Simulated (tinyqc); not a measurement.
What moves the results: configuration-coordinate model of carrier capture at a defect. A value that a table varies takes the place of the one given here.

Two parabolas of equal curvature k in one coordinate Q: with the carrier free at the band edge, U_f = k Q^2/2; with the carrier trapped, U_t = k (Q - dQ)^2/2 - ET. ER = k dQ^2/2, Huang-Rhys factor S = ER/hw, hw = 0.0646541 sqrt(k/M) eV for k in eV/angstrom^2 and M in u. The curves cross at a height Eb = (ER - ET)^2/(4 ER) above the free minimum.

Multiphonon factor for giving p = ET/hw phonons to the lattice: W = exp(-S (2 nb + 1)) ((nb + 1)/nb)^(p/2) I_p(x), nb = 1/(exp(hw/kT) - 1), x = 2 S sqrt(nb (nb + 1)), I_p the modified Bessel function. Classical limit: W = hw exp(-Eb/kT)/sqrt(4 pi ER kT). At T = 0: exp(-S) S^p/Gamma(p + 1).

Constants: kB = 8.617333262e-05 eV/K.

Inputs chosen for the exercise (of the size met at an oxide trap near a Si / SiO2 interface; shifted at random, so the results belong to these values and not to a real crystal): ET = 0.86 eV (thermal depth of the level below the band edge); ER = 1.5 eV (relaxation energy); hw = 0.035 eV (phonon energy of the mode); T = 200 K (temperature).

## Capture against temperature

The local activation energy is -d ln W/d(1/kT), by central differences with T changed by 1 %.

Against T:

| T (K) | kT/hw | log10 W | log10 W, classical | activation energy (eV) |
|---|---|---|---|---|
| 40 | 0.098 | -3.101 | -9.464 | 0.0000 |
| 60 | 0.148 | -3.096 | -6.684 | 0.0004 |
| 80 | 0.197 | -3.072 | -5.313 | 0.0023 |
| 120 | 0.295 | -2.956 | -3.968 | 0.0108 |
| 160 | 0.394 | -2.793 | -3.314 | 0.0210 |
| 220 | 0.542 | -2.566 | -2.796 | 0.0320 |
| 300 | 0.739 | -2.348 | -2.447 | 0.0389 |
| 400 | 0.985 | -2.179 | -2.222 | 0.0411 |
| 550 | 1.354 | -2.039 | -2.057 | 0.0391 |

log10 W at T = 0 = -3.101
Eb = 0.0683 eV

At 40 K log10 W is -3.10, against -3.10 at T = 0 and -9.5 classically; at 550 K the two forms differ by +0.02. The activation energy read from an Arrhenius plot goes from 0.000 eV at 40 K to 0.039 at 550 K, with its largest value 0.041 at 400 K, against Eb = 0.068 eV; the classical form itself gives Eb - kT/2. A measured slope therefore understates the barrier.

## Capture against depth of the level

ET is varied at fixed ER, hw and T, as by moving the band edge with alloying or pressure.

Against ET:

| ET/ER | ET (eV) | Eb (eV) | log10 W | log10 W, classical |
|---|---|---|---|---|
| 0.10 | 0.150 | 0.3038 | -8.111 | -8.866 |
| 0.25 | 0.375 | 0.2109 | -5.865 | -6.527 |
| 0.50 | 0.750 | 0.0938 | -3.186 | -3.574 |
| 0.75 | 1.125 | 0.0234 | -1.709 | -1.802 |
| 1.00 | 1.500 | 0.0000 | -1.272 | -1.212 |
| 1.25 | 1.875 | 0.0234 | -1.729 | -1.802 |
| 1.50 | 2.250 | 0.0938 | -2.960 | -3.574 |
| 2.00 | 3.000 | 0.3750 | -7.375 | -10.661 |
| 3.00 | 4.500 | 1.5000 | -22.280 | -39.010 |

Capture is fastest at ET/ER = 1 among these rows, where the barrier vanishes or nearly so. The classical form is symmetric about ET = ER; the quantum one gives -3.19 at 0.5 and -2.96 at 1.5, against -3.57 for both. At ET = 3 ER it lies 16.7 decades above the classical value: deep levels capture by emitting many phonons, and the rate falls with depth by 9.9 decades per eV between the last two rows. Rows deeper than the gap of the host are formal.

## What each parameter does

Eb, log10 W and the full width 2.35482 sqrt(ER hw coth(hw/2kT)). Each row changes one parameter from the base and keeps the others.

Results:

| case | Eb (eV) | log10 W | full width (eV) |
|---|---|---|---|
| base | 0.0683 | -2.636 | 0.6157 |
| ET = 0.9 eV | 0.0600 | -2.460 | 0.6157 |
| ER = 1.55 eV | 0.0768 | -2.824 | 0.6259 |
| hw = 0.042 eV | 0.0683 | -2.462 | 0.6452 |
| T = 230 K | 0.0683 | -2.533 | 0.6413 |

The largest shifts from the base row, up to three for each result and ties (the steps differ in size, so this ranks the rows, not the parameters). Eb (eV): ER +0.0085, ET -0.0083; unchanged at the printed digits by hw and T. log10 W: ER -0.188, ET +0.175, hw +0.174. full width (eV): hw +0.0295, T +0.0256, ER +0.0102; unchanged at the printed digits by ET.

(tinyqc, `OMP_NUM_THREADS=1 python tinyqc.py 1450941 1450942 out.jsonl`, Intel(R) Xeon(R) Processor @ 2.30GHz, 1 thread, shared host, about 0.01 s.)
